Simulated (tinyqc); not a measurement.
# Changing the valley separation dE

Model: two-valley model of the transferred-electron effect. Computed by tinyqc, a small Python program. Command: `OMP_NUM_THREADS=1 python tinyqc.py 3023535 3023536 out.jsonl gunn sweep`. One thread of a shared host (Intel(R) Xeon(R) Processor @ 2.30GHz), about 0.02 s of CPU time with the checks.

Both kinds of valley share one electron temperature T_e, and each has a constant mobility.

Inputs (values chosen for the exercise, modelled on CdTe):
```
quantity                       value        unit
central-valley mass m1         0.093         m_0
satellite-valley mass m2        0.31         m_0
satellite valleys Z                4           -
central-valley mobility mu1     1100  cm^2/(V s)
satellite-valley mobility mu2     84  cm^2/(V s)
energy relaxation time tau_E    0.81          ps
lattice temperature T            300           K
```

Solver: bisection.

Constants: k_B = 8.617333262e-05 eV/K.

Method. Density-of-states ratio R = Z (m2/m1)^(3/2); n2/n1 = R exp(-dE/(k_B T_e)); mean mobility mu = (mu1 + mu2 n2/n1)/(1 + n2/n1); energy balance e mu F^2 = (3/2) k_B (T_e - T)/tau_E; v = mu F. Using T_e as the parameter, F(T_e) = sqrt(3 k_B (T_e - T)/(2 e mu tau_E)) and v = mu F; find the first maximum and the next minimum of v, and the most negative dv/dF between them.

One run for each value; columns: (1) valley separation dE (eV); (2) threshold field (kV/cm); (3) peak velocity (1e7 cm/s); (4) peak-to-valley ratio; (5) T_e at the threshold (K):
```
(1)      (2)     (3)     (4)     (5)
0.28  14.972  0.8240  1.0041  1073.1
0.38  15.341  1.0128  1.0261  1273.7
0.51  17.032  1.2205  1.0465  1602.6
0.90  22.010  1.7035  1.0749  2649.5
1.20  25.295  1.9985  1.0845  3467.8
```

Give the missing row, valley separation dE (eV) = 0.67.

Computed row; columns: (1) valley separation dE (eV); (2) threshold field (kV/cm); (3) peak velocity (1e7 cm/s); (4) peak-to-valley ratio; (5) T_e at the threshold (K):
```
(1)      (2)     (3)     (4)     (5)
0.67  19.174  1.4377  1.0619  2027.5
```

Interpolating between the two neighbouring rows (linearly) misses most in peak velocity (1e7 cm/s), by 1.3 %. Over the rows, threshold field (kV/cm) rises from 15.0 to 25.3 (exponent d ln y / d ln x 0.080 between the first rows and 0.48 between the last); peak velocity (1e7 cm/s) rises from 0.824 to 2.00 (exponent d ln y / d ln x 0.68 between the first rows and 0.56 between the last); peak-to-valley ratio rises from 1.00 to 1.08 (exponent d ln y / d ln x 0.071 between the first rows and 0.031 between the last).  Left out: 0.120, 0.160, 0.210 (no negative differential mobility).

Caution (rows 1.20): T_e at the threshold exceeds 3000 K, outside the range of a Maxwellian in parabolic valleys.

Extremes, crossings and ranges named in words are read from the listed rows.
